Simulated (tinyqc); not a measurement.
Hubbard ring of 3 sites, step by step. One step of it, computed by the program tinyqc.

Task: Mean-field iteration 1. H(up) = T + U n(down), H(down) = T + U n(up); fill the lowest levels; n(new) = n + mixing (n(out) - n); E = tr T (rho up + rho down) + U sum n_up n_down of the output.

one-body matrix (hopping and site energies) (eV), lower triangle:
```
,1,2,3
1,0.000000
2,-1.690000,0.000000
3,-1.690000,-1.690000,0.000000
```

U = 7.400000 eV

electrons, up and down: 2  1

mixing = 1

n(up) at the start (a guess, not normalised): 1 0.717000, 2 0.617000, 3 0.717000

n(down) at the start (a guess): 1 0.283000, 2 0.383000, 3 0.283000

Give: levels, up; levels, down; energy; n(up) after iteration 1; n(down) after iteration 1.

Result:

levels, up (eV): -1.0619  3.7842  4.3003

levels, down (eV): 1.6540  6.5276  6.9958

energy = -0.3911 eV

n(up) after iteration 1: 1 0.8633, 2 0.2734, 3 0.8633

n(down) after iteration 1: 1 0.2987, 2 0.4025, 3 0.2987
